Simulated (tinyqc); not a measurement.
Range and order of the fit: effective mass of the split-off band from tabulated energies.

c = hbar^2/2m0.
Constants: hbar^2/2m0 = 3.80998211 eV angstrom^2.

Energies along [100], from the band edge downward:
```
k (1/angstrom)   E (meV)
0.000000         0.00000
0.005400         0.52930
0.010800         2.13810
0.016200         4.88930
0.021600         8.89130
0.027000        14.29860
0.032400        21.30890
0.037800        30.14570
0.043200        41.02530
```

reference mass (curvature of the model at k = 0.0001 1/angstrom) = 0.210561 m0

Least-squares fits of E = a k^2 (+ b k^4 + d k^6) over points 1 to n, and the line y = c k^2/E against E; errors of m against the reference.

Results:
```
n  E at point n (meV)  one term (%)  two terms (%)  three terms (%)  line (%)  rms residual, one term (meV)
3                 4.9         -2.59           0.02             0.01     -0.02                         0.020
4                 8.9         -4.38           0.06             0.00     -0.06                         0.061
5                14.3         -6.56           0.11             0.02     -0.14                         0.146
6                21.3         -9.06           0.15             0.06     -0.28                         0.295
7                30.1        -11.79           0.12             0.16     -0.50                         0.528
8                41.0        -14.65          -0.10             0.36     -0.82                         0.863
```

What does the comparison show, and why?

The error of the parabola goes from -2.59 to -14.65 % as the range widens, and at n = 8 its residual, 0.86 meV, is only 2.1 % of the top energy: a small residual does not vouch for the mass. Over the full range (n = 8) the best form is two terms (0.10 %); the line errs by -0.02 % at n = 3 and -0.82 % at n = 8. Without scatter, a narrower range or a second term is the cure: at n = 8 the errors are -14.65, -0.10 and +0.36 % for one, two and three terms; the third term does not help there, as the two-term error is passing through zero. Three terms on three points interpolate exactly.

Program tinyqc; command `OMP_NUM_THREADS=1 python tinyqc.py 1850942 1850943 out.jsonl`; about 0.01 s on one thread of a shared Intel(R) Xeon(R) Processor @ 2.30GHz.
